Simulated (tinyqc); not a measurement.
## Film and buried-oxide thickness from two coupling ratios

Problem. In a depleted film -dVT/dVb is k1 = Cs Cbox/(Cox (Cs + Cbox)) for a front channel and k2 = Cbox (Cox + Cs)/(Cox Cs) for a back channel, with Cox = eps0 eox/tox, Cs = eps0 eps_r/ts, Cbox = 3.9 eps0/tb. Find ts and tb.

Inputs (values chosen for the exercise); band and dielectric values close to those of silicon: relative permittivity eps_r = 11.7; relative permittivity of the gate insulator (close to silicon nitride) eox = 7.68; insulator thickness tox = 2.8 nm.

coupling ratios for a front and a back channel: 0.12083924  0.51592433

Solution. With y = Cox/Cs and z = Cox/Cbox, 1/k1 = y + z and k2 = (1 + y)/z, so y = (k2/k1 - 1)/(1 + k2); the thicknesses follow from y and z.

ts = 9.20 nm
tb = 8.70 nm

Computed by the program tinyqc: `OMP_NUM_THREADS=1 python tinyqc.py 2190088 2190089 out.jsonl`, one thread of a shared Intel Xeon 2.30GHz, about 0.4 s for the whole run.
